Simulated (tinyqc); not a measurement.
Nucleation and growth of vacancy voids in a cooling silicon-like crystal: one step, computed by the program tinyqc. Command: `OMP_NUM_THREADS=1 python tinyqc.py 3003626 3003627 out.jsonl voids walk`. One thread of a shared host (Intel(R) Xeon(R) Processor @ 2.30GHz), about 0.4 s of CPU time with the checks.

Spherical voids; vacancies are lost only to voids.

Question. Nucleation rate at T with the initial excess. C_e = C_m exp[-(E_f/k_B)(1/T - 1/T_m)]; D = D0 exp(-E_m/(k_B T)); f = k_B T ln(C/C_e); r* = 2 gamma/(rho f); W* = 16 pi gamma^3/(3 rho^2 f^2); Z = f/sqrt(12 pi W* k_B T); I = rho Z (4 pi r* D C) exp(-W*/(k_B T)).

Inputs (values chosen for the exercise, for a model crystal):
```
quantity                                    value    unit
vacancy density at the melting point C_m  6.5e+14  1/cm^3
formation energy E_f                         4.09      eV
melting point T_m                            1685       K
diffusion prefactor D0                     0.0011  cm^2/s
migration energy E_m                         0.44      eV
site density rho                            5e+22  1/cm^3
void surface energy gamma                   0.817   J/m^2
temperature of the worked step T             1370       K
```

initial excess C = 4.928994e+13 1/cm^3

Constants: k_B = 8.617333262e-05 eV/K; k_B = 1.380649e-23 J/K; e = 1.602176634e-19 C.

Give: C_e; D; driving force f; critical radius r*; W*/(k_B T); rate I.

Answer.

C_e = 1.000e+12 1/cm^3

D = 2.647e-05 cm^2/s

driving force f = 0.4601 eV

critical radius r* = 0.4433 nm

W*/(k_B T) = 35.56

rate I = 1.395e+09 1/(cm^3 s)

Cooling by 10 K multiplies I by 35: nucleation switches on within a narrow range of temperature.
